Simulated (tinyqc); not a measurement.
## Transfer length from front and end resistance

Problem. A contact of length d and width W has Rc = (Rsh Lt/W) coth(d/Lt) and Re = (Rsh Lt/W)/sinh(d/Lt), with Rsh the sheet resistance under the metal and Lt = sqrt(rc/Rsh). Find Lt, Rsh and rc.

Parameters, values chosen for the exercise: contact length d = 0.18 um; contact width W = 5.2 um.

Rc = 29.243300 ohm
Re = 8.8624704 ohm

Solution. Rc/Re = cosh(d/Lt) gives Lt, and Re then gives Rsh.

Lt = 0.09661 um
Rsh = 1500 ohm/sq
rc = 1.400e-7 ohm cm^2

tinyqc, about 0.01 s, one thread, Intel Xeon 2.30GHz (shared host): `OMP_NUM_THREADS=1 python tinyqc.py 2760026 2760027 out.jsonl`
